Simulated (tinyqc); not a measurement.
Size effects in the resistivity of thin metal films and interconnect lines: one step, computed by the program tinyqc. Command: `OMP_NUM_THREADS=1 python tinyqc.py 3010506 3010507 out.jsonl size walk`. One thread of a shared host (Intel(R) Xeon(R) Processor @ 2.30GHz), about 0.01 s of CPU time with the checks.

Electrons lose their drift at surfaces (a share 1 - p of the hits) and at grain boundaries (reflection R), besides bulk scattering.

Problem. Surfaces. Fuchs-Sondheimer film: rho_b/rho = 1 - (3/(2 kappa))(1 - p) int_0^1 (s - s^3)(1 - exp(-kappa/s))/(1 - p exp(-kappa/s)) ds, f = rho/rho_b, kappa = thickness/lambda, 80 Gauss-Legendre points.

Inputs (values chosen for the exercise, modelled on tungsten): bulk mean free path lambda = 15.8 nm; specularity p = 0.6; film thickness h = 9.2 nm.

Geometry: film.

Give: kappa = h/lambda; rho/rho_b from surfaces.

Solution.

kappa = h/lambda = 0.5823

rho/rho_b from surfaces = 1.274

The thick-film form 1 + 3 (1 - p)/(8 kappa) gives 1.258, a deviation of -1.3 %.
